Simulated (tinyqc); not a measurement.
Worked calculation: Pariser-Parr-Pople SCF with singles CI, for the molecule c1ccc2[nH]ccc2c1 (SMILES; centres numbered as the heavy atoms are written). One step of it, computed by the program tinyqc.

Question. Iteration 2: orbitals and new P. Diagonalise F (the basis is taken as orthonormal) and form P = 2 sum c c over the lowest orbitals; 0.3 of the old P is kept.

F (eV):
```
           1C         2C         3C         4C          5N         6C         7C         8C
1C  -4.321509  -3.112543  -0.153348   0.284532   -0.436303  -0.095087   0.216881   0.385949
2C  -3.112543  -3.727975  -5.306611   0.432186    0.445059  -0.077054  -0.173117   0.199102
3C  -0.153348  -5.306611  -4.418293  -3.949023   -0.152002   0.016957   0.090583   0.021466
4C   0.284532   0.432186  -3.949023  -7.598440   -4.266828   0.164128   0.471894  -3.235874
5N  -0.436303   0.445059  -0.152002  -4.266828  -10.455183  -3.438974   0.070859   0.124481
6C  -0.095087  -0.077054   0.016957   0.164128   -3.438974  -8.742966  -5.661969   0.045866
7C   0.216881  -0.173117   0.090583   0.471894    0.070859  -5.661969  -5.744663  -3.668598
8C   0.385949   0.199102   0.021466  -3.235874    0.124481   0.045866  -3.668598  -5.653213
9C  -3.675178  -0.214499  -0.108548   0.197739    0.277902   0.518348   0.024445  -5.082841

           9C
1C  -3.675178
2C  -0.214499
3C  -0.108548
4C   0.197739
5N   0.277902
6C   0.518348
7C   0.024445
8C  -5.082841
9C  -3.224050
```

pi electrons, sum of z_r less the charge = 10

P after iteration 1:
```
           1C         2C         3C         4C         5N         6C         7C         8C
1C   1.291838   0.207190   0.058544  -0.121899   0.260915   0.063518  -0.120403  -0.147337
2C   0.207190   1.071698   0.788251  -0.164987  -0.242311   0.051472   0.105218  -0.085299
3C   0.058544   0.788251   0.994484   0.428599   0.058226  -0.009111  -0.048010  -0.008194
4C  -0.121899  -0.164987   0.428599   1.385272   0.501691  -0.059460  -0.171014   0.239844
5N   0.260915  -0.242311   0.058226   0.501691   1.146230   0.301593  -0.024502  -0.043041
6C   0.063518   0.051472  -0.009111  -0.059460   0.301593   1.069461   0.882113  -0.016617
7C  -0.120403   0.105218  -0.048010  -0.171014  -0.024502   0.882113   0.917743   0.354498
8C  -0.147337  -0.085299  -0.008194   0.239844  -0.043041  -0.016617   0.354498   1.280605
9C   0.356224   0.081889   0.046503  -0.075478  -0.144170  -0.278497  -0.009733   0.728751

           9C
1C   0.356224
2C   0.081889
3C   0.046503
4C  -0.075478
5N  -0.144170
6C  -0.278497
7C  -0.009733
8C   0.728751
9C   0.842670
```

Give: orbital energies; P after iteration 2.

Answer.

orbital energies (eV): [-16.3700, -12.7120, -11.6346, -9.5111, -7.3801, -1.6192, -0.4867, 1.8512, 3.9762]

P after iteration 2:
```
         1C       2C       3C       4C       5N       6C       7C       8C
1C   1.1244   0.4312   0.0324  -0.3031   0.2822   0.0352  -0.1638  -0.0550
2C   0.4312   0.9643   0.7826  -0.0641  -0.2026   0.1094   0.0479  -0.1812
3C   0.0324   0.7826   1.0249   0.5169  -0.1080   0.0034   0.0213  -0.0407
4C  -0.3031  -0.0641   0.5169   1.2485   0.4815  -0.1748  -0.0943   0.4068
5N   0.2822  -0.2026  -0.1080   0.4815   1.4648   0.3661  -0.1911  -0.1481
6C   0.0352   0.1094   0.0034  -0.1748   0.3661   1.1896   0.8385  -0.0712
7C  -0.1638   0.0479   0.0213  -0.0943  -0.1911   0.8385   0.9270   0.4292
8C  -0.0550  -0.1812  -0.0407   0.4068  -0.1481  -0.0712   0.4292   1.1887
9C   0.5790   0.0689  -0.1329  -0.0692  -0.0109  -0.2181   0.0230   0.6816

         9C
1C   0.5790
2C   0.0689
3C  -0.1329
4C  -0.0692
5N  -0.0109
6C  -0.2181
7C   0.0230
8C   0.6816
9C   0.8679
```
